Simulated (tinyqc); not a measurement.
Defect, radiative and Auger recombination at equal electron and hole densities (ABC model), step by step. Values are carried at full precision from step to step, so a last printed digit may differ when a step is redone from the rounded ones.

J/(e d) = Ae n + B n^2 + C n^3 with Ae = A + 4 S/w (four side walls, carriers spread evenly), e = 1.602176634e-19 C, lengths in cm; internal efficiency IQE = B n^2/(Ae n + B n^2 + C n^3); all injected carriers recombine in the layer.

Inputs chosen for the exercise (orders of magnitude like those quoted for Si; the results hold for these values, not for the real material):
- A = 2900 1/s (defect rate)
- B = 5.8e-15 cm^3/s (radiative coefficient)
- C = 1.9e-30 cm^6/s (Auger coefficient)
- S = 470 cm/s (recombination velocity of the side walls)
- w = 1300 micrometre (side of the square mesa)
- d = 130000 nm (active thickness)
- J = 3 A/cm^2 (current density)
- ex = 0.31 (extraction efficiency)
- Eph = 1.14 eV (photon energy)

## The efficiency peak

IQE peaks at n_p = sqrt(Ae/C); with Q = B/sqrt(Ae C), IQE_max = Q/(Q + 2).

Ae = 17362 1/s
n_p = 9.559e+16 1/cm^3
Q = 0.03193
IQE_max = 0.0157
J at the peak = 7.02 A/cm^2

The side walls supply 83 % of Ae.

## Carrier density at the given current

G = J/(e d). Newton steps from the smallest of G/Ae, sqrt(G/B) and (G/C)^(1/3); stop when the relative step is below 1e-9.

G = 1.440e+21 1/(cm^3 s)

Newton steps:
```
step  n (1/cm^3)   rate/G  relative step
1     8.2962e+16  1.78094          -0.24
2     6.3419e+16  1.11709         -0.065
3     5.9308e+16  1.00422        -0.0027
4     5.9148e+16  1.00001       -3.9e-06
5     5.9148e+16  1.00000       -8.1e-12
```

n = 5.915e+16 1/cm^3

The start is an upper bound and the function is convex, so the steps fall monotonically; 5 are needed.

## Shares, lifetimes and light

Shares of the three paths; lifetime n/G = 1/(Ae + B n + C n^2); differential lifetime 1/(Ae + 2 B n + 3 C n^2) and bandwidth 1/(2 pi tau_d); optical power density ex IQE J Eph/e.

shares: defect 0.7130, radiative 0.0141, Auger 0.2730

lifetime = 4.11e+04 ns
differential lifetime = 2.63e+04 ns
bandwidth = 0.00605 MHz
optical power density = 0.0149 W/cm^2

The defect path is the largest; the device runs below its efficiency peak, where the defect and Auger shares are equal.

## Checks

- Density from Newton steps against bisection (1/cm^3): both 5.9148e+16.

(tinyqc, `OMP_NUM_THREADS=1 python tinyqc.py 1680587 1680588 out.jsonl`, Intel(R) Xeon(R) Processor @ 2.30GHz, 1 thread, shared host, about 0.01 s.)
